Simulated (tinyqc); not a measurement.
Mobility of a non-polar semiconductor in the relaxation-time approximation: one step, computed by the program tinyqc. Command: `OMP_NUM_THREADS=1 python tinyqc.py 3011381 3011382 out.jsonl rta walk`. One thread of a shared host (Intel(R) Xeon(R) Processor @ 2.30GHz), about 0.01 s of CPU time with the checks.

Each valley is treated as a sphere of mass m_d for states and rates, with one isotropic relaxation time; the conductivity mass m_c sets the current.

Question. Masses. m_d = (m_l m_t^2)^(1/3); 1/m_c = (1/m_l + 2/m_t)/3; Hall mass factor A = 3 K_m (K_m + 2)/(2 K_m + 1)^2, K_m = m_l/m_t; N_I = n (1 + C)/(1 - C).

Inputs (values chosen for the exercise, modelled on electrons in diamond):
```
quantity                 value    unit
longitudinal mass m_l     1.49     m_0
transverse mass m_t      0.272     m_0
carrier density n      9.1e+14  1/cm^3
compensation ratio C      0.59       -
```

Band: parabolic. Impurity formula: Brooks-Herring. Further scattering: neutral impurities.

Give: density-of-states mass m_d; conductivity mass m_c; Hall mass factor A; ionised impurity density N_I.

Answer.

density-of-states mass m_d = 0.47948 m_0

conductivity mass m_c = 0.37387 m_0

Hall mass factor A = 0.85972

ionised impurity density N_I = 3.5290e+15 1/cm^3
